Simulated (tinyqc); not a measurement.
Photoconductance decay in a wafer: bulk and surface recombination modes, and iron detection by pair splitting: one step, computed by the program tinyqc.

Both faces of the wafer have the same S; injection is low and all coefficients are constant. x runs from -W/2 to W/2.

Problem. Decay rates of the even modes. Even modes cos(a x) obey b tan b = S W/(2 D) with b = a W/2, odd modes sin(a x) obey -b cot b = S W/(2 D); each decays at the rate 1/tau_b + D a^2.

Inputs (values chosen for the exercise, modelled on p-type silicon):
```
quantity                          value         unit
thickness W                         200   micrometre
diffusivity D                      27.5       cm^2/s
bulk lifetime tau_b without iron    410  microsecond
surface recombination velocity S    1.3         cm/s
```

Give: the table «The first four even modes: b, surface rate and decay time» with the columns b_n, surface rate D a^2 (1/s), decay time (microsecond), for n = 0, 1, 2, 3.

Solution.

The first four even modes: b, surface rate and decay time:
```
n        b_n  surface rate D a^2 (1/s)  decay time (microsecond)
0  2.174e-02                 1.300e+02                 3.893e+02
1  3.142e+00                 2.714e+06                 3.681e-01
2  6.283e+00                 1.086e+07                 9.209e-02
3  9.425e+00                 2.443e+07                 4.093e-02
```
